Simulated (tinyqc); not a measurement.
# Abrupt p-n junction, non-linear Poisson equation by Newton steps: effect of temperature

One dimension, p side on the left, n side on the right; net doping C = -Na for x < 0 and +Nd for x > 0. The potential psi is counted from the intrinsic level, and the quasi-Fermi potentials are flat: 0 for holes and -V for electrons, so n = ni exp((psi + V)/Vt) and p = ni exp(-psi/Vt) (Boltzmann statistics, full ionisation, no current).

Nc and Nv are given at 300 K and scale as (T/300 K)^1.5; Eg and eps_r are held fixed and ionisation stays complete. ni = sqrt(Nc Nv) exp(-Eg/(2 Vt)), Eg in volts. Depletion approximation: Vbi = Vt ln(Na Nd/ni^2), W = sqrt(2 eps0 eps_r (Vbi - V)(1/Na + 1/Nd)/q), xp = W Nd/(Na + Nd), xn = W Na/(Na + Nd), peak field 2 (Vbi - V)/W, capacitance eps0 eps_r/W. Exact first integral for an abrupt junction with thick neutral sides: psi_p = -Vt ln(Na/ni), psi_n = Vt ln(Nd/ni) - V, psi_j = (Nd psi_n + Na psi_p - Vt (Nd - Na))/(Na + Nd) at the junction, n_j = ni exp((psi_j + V)/Vt), p_j = ni exp(-psi_j/Vt), and E_j^2 = (2 q/(eps0 eps_r)) [Nd (psi_n - psi_j - Vt) + Vt (n_j + p_j)] (minority densities of the neutral sides neglected).

Parameters, values chosen for the exercise; band and dielectric values those of a made-up semiconductor: band gap Eg = 1.12 eV; relative permittivity eps_r = 11.9; conduction-band density of states at the reference temperature Nc = 5.36e17 cm^-3; valence-band density of states at the reference temperature Nv = 8.34e18 cm^-3; acceptor density of the p side Na = 3.8e16 cm^-3; donor density of the n side Nd = 3.6e15 cm^-3; bias of the p side against the n side V = 0 V.

Constants: q = 1.602176634e-19 C, kB = 1.380649e-23 J/K, Vt = kB T/q, eps0 = 8.8541878128e-14 F/cm where lengths are in cm. Results are converted to the units shown.

The same in every row: share of W on the n side (%) = 91.35.

Result of one run:
```
ni (cm^-3)	Vbi (V)	W (nm)	peak field, depletion (kV/cm)	peak field, exact (kV/cm)
8905	0.9618	620.2	31.01	30.47
```

Which temperature T gave this result: 200, 240, 320 or 400 K?

T = 200 K.

The whole series:
```
T (K)	ni (cm^-3)	Vbi (V)	W (nm)	peak field, depletion (kV/cm)	peak field, exact (kV/cm)
200	8905	0.9618	620.2	31.01	30.47
240	2.632e6	0.9189	606.2	30.31	29.66
280	1.587e8	0.8742	591.3	29.57	28.83
320	3.529e9	0.8280	575.5	28.78	27.99
360	4.021e10	0.7806	558.8	27.94	27.14
400	2.863e11	0.7320	541.1	27.06	26.28
440	1.447e12	0.6823	522.4	26.12	25.43
480	5.644e12	0.6317	502.7	25.14	24.59
```

ni rises from 8910 to 5.64e12 cm^-3, while Vbi falls from 0.962 to 0.632 V, on average -1.18 mV/K; W falls from 620 to 503 nm. The depletion field is 1.8 % above the exact one in the first row and 2.2 % above it in the last.

Program tinyqc, `OMP_NUM_THREADS=1 python tinyqc.py 2000136 2000137 out.jsonl`; Intel Xeon 2.30GHz, shared host, one thread, about 0.03 s.
